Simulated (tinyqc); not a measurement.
# Collinear exchange A + BC -> AB + C on a London-Eyring-Polanyi-Sato surface: saddle, string of images and rate, step by step

A worked calculation. Computed by tinyqc, a small Python program that keeps every step. Command: `OMP_NUM_THREADS=1 python tinyqc.py 3111342 3111343 out.jsonl leps walk`. One thread of a shared host (Intel(R) Xeon(R) Processor @ 2.30GHz), about 0.05 s of CPU time with the checks. Intermediate numbers are printed to about 6 digits and carried at full precision; extremes and crossings named in words are read from the listed rows.

x = r(AB), y = r(BC), r(AC) = x + y. V is counted from separated atoms, the barrier from A + BC, that is V + D(BC).

Inputs (values chosen for the exercise, bond data loosely for abstraction of hydrogen from a Ge-H bond by a hydrogen atom; the barrier is not fitted):

| quantity | value | unit |
|---|---|---|
| D(AB) | 4.78 | eV |
| r0(AB) | 0.742 | angstrom |
| beta(AB) | 1.94 | 1/angstrom |
| D(BC) | 3.68 | eV |
| r0(BC) | 1.53 | angstrom |
| beta(BC) | 1.45 | 1/angstrom |
| D(AC) | 3.77 | eV |
| r0(AC) | 1.53 | angstrom |
| beta(AC) | 1.45 | 1/angstrom |
| Sato parameter S | 0.021 | - |
| mass of A | 1.008 | u |
| mass of B | 1.008 | u |
| mass of C | 72.6 | u |
| temperature T | 900 | K |
| step of the string | 0.015 | angstrom^2/eV |

Constants: nu for 1 eV/(angstrom^2 u) = 15.6333042 THz; h x 1 THz = 4.135667696 meV; k_B = 1.380649e-23 J/K; u = 1.6605390666e-27 kg; k_B = 8.617333262e-05 eV/K.

## One point of the surface

For each pair, with u = exp(-beta (r - r0)): Q = D [(3 + S) u^2 - (2 + 6 S) u]/(4 (1 + S)), J = D [(1 + 3 S) u^2 - (6 + 2 S) u]/(4 (1 + S)); V = Q1 + Q2 + Q3 - sqrt(((J1 - J2)^2 + (J2 - J3)^2 + (J3 - J1)^2)/2). Take x = r0(AB) + 0.3 and y = r0(BC) + 0.1 angstrom.

Pair terms:

| pair | u | Q (eV) | J (eV) |
|---|---|---|---|
| AB | 0.558780 | -0.286407 | -3.56304 |
| BC | 0.865022 | 0.379774 | -3.99273 |
| AC | 0.190920 | -0.273038 | -1.02908 |

V = -2.95355 eV

## Relaxing the string

String of 9 images between the fixed ends (r0(AB) + 2, r0(BC)) and (r0(AB), r0(BC) + 2), started on the two straight legs through (r0(AB) + 0.3, r0(BC) + 0.3): each iteration moves the inner images by -step x gradient (central differences) and spaces them evenly again along the broken line (coordinates are kept between 0.2 and 8 angstrom); stop when no coordinate changes by more than 1e-5 angstrom, at most 400 iterations.

Course:

| iteration | highest inner image above A + BC (eV) | largest move (angstrom) |
|---|---|---|
| 1 | 0.568207 | 4.65711e-02 |
| 2 | 0.548464 | 3.95733e-02 |
| 3 | 0.533493 | 3.06838e-02 |
| 4 | 0.522316 | 2.19192e-02 |
| 5 | 0.513712 | 1.47162e-02 |
| 6 | 0.506919 | 9.78446e-03 |
| 7 | 0.501522 | 8.15365e-03 |
| ... | ... | ... |
| 44 | 0.483166 | 2.21620e-05 |
| 45 | 0.483166 | 1.92108e-05 |
| 46 | 0.483167 | 1.66495e-05 |
| 47 | 0.483167 | 1.44272e-05 |
| 48 | 0.483168 | 1.24997e-05 |
| 49 | 0.483168 | 1.08283e-05 |
| 50 | 0.483168 | 9.37921e-06 |

Images at the end:

| image | x (angstrom) | y (angstrom) | V + D(BC) (eV) |
|---|---|---|---|
| 0 | 2.74200 | 1.53000 | 0.03904 |
| 1 | 2.29937 | 1.53421 | 0.08838 |
| 2 | 1.85694 | 1.54610 | 0.20737 |
| 3 | 1.42150 | 1.62102 | 0.48317 |
| 4 | 1.03961 | 1.84484 | 0.45954 |
| 5 | 0.78890 | 2.20647 | -0.45473 |
| 6 | 0.74918 | 2.64475 | -0.81830 |
| 7 | 0.74429 | 3.08736 | -0.96786 |
| 8 | 0.74200 | 3.53000 | -1.03499 |

last move = 9.37921e-06 angstrom

Converged in 50 iterations.

## Saddle by Newton steps

From the highest inner image, z -> z - H^-1 g with gradient g and Hessian H by central differences, steps capped at 0.15 angstrom, 12 steps.

The first seven points:

| step | x | y | V + D(BC) (eV) | \|g\| (eV/angstrom) |
|---|---|---|---|---|
| 0 | 1.42150 | 1.62102 | 0.483168 | 8.25710e-01 |
| 1 | 1.27692 | 1.66097 | 0.591889 | 5.81634e-01 |
| 2 | 1.14495 | 1.73228 | 0.618769 | 3.81559e-01 |
| 3 | 1.18786 | 1.72219 | 0.625449 | 2.15711e-02 |
| 4 | 1.19064 | 1.72185 | 0.625468 | 9.36081e-05 |
| 5 | 1.19065 | 1.72184 | 0.625468 | 0 |
| 6 | 1.19065 | 1.72184 | 0.625468 | 0 |

saddle (x, y) (angstrom): 1.19065  1.72184

barrier = 0.625468 eV

Hessian (eV/angstrom^2):
```
          x        y
x  -3.07582  7.09449
y   7.09449  4.03908
```

The highest image lies 142.3 meV below the saddle. Stretches at the saddle: AB 0.449, BC 0.192 angstrom, for a reaction energy D(BC) - D(AB) = -1.10 eV: an early barrier for an exothermic step.

## Frequencies at the saddle

Wilson matrix G = [[1/m_A + 1/m_B, -1/m_B], [-1/m_B, 1/m_B + 1/m_C]]; eigenvalues lambda of G H give nu = 15.6333042 THz x sqrt(|lambda|), the negative one being imaginary. Reactant: nu_BC from k = 2 D beta^2 and 1/m_B + 1/m_C. Skew angle: cos = sqrt(m_A m_C/((m_A + m_B)(m_B + m_C))).

imaginary frequency = 68.8403 THz

real frequency at the saddle = 28.2860 THz

nu_BC = 61.6768 THz

skew angle = 45.3923 degrees

## Transition-state rate

One-dimensional rate constant without tunnelling, k = sqrt(k_B T/(2 pi mu)) [sinh(h nu_BC/(2 k_B T))/sinh(h nu_s/(2 k_B T))] exp(-barrier/(k_B T)) with mu = m_A (m_B + m_C)/(m_A + m_B + m_C); Wigner factor 1 + (h nu_i/(k_B T))^2/24; adiabatic barrier = barrier + h (nu_s - nu_BC)/2.

adiabatic barrier = 0.556421 eV

rate constant k = 103.624 cm/s

Wigner factor = 1.56148

## Rate against temperature

The formulas are those given above.

Rates; the last column is k_B T^2 d ln k/dT:

| T (K) | k (cm/s) | Wigner factor | activation energy (eV) |
|---|---|---|---|
| 300 | 2.86984e-05 | 6.05332 | 0.570617 |
| 400 | 7.36297e-03 | 3.84249 | 0.577565 |
| 550 | 7.41427e-01 | 2.50347 | 0.589771 |
| 750 | 2.13667e+01 | 1.80853 | 0.606602 |
| 1000 | 2.31148e+02 | 1.45480 | 0.626095 |
| 1400 | 1.91988e+03 | 1.23204 | 0.653183 |
| 2000 | 1.01307e+04 | 1.11370 | 0.687840 |

The activation energy goes from 0.571 eV at 300 K, near the adiabatic barrier plus k_B T/2 (0.569), to 0.688 eV at 2000 K; the classical limit is the barrier plus k_B T/2 (0.712).

Checks made by the program: V for A far away against -D(BC) (relative difference below 1e-10).
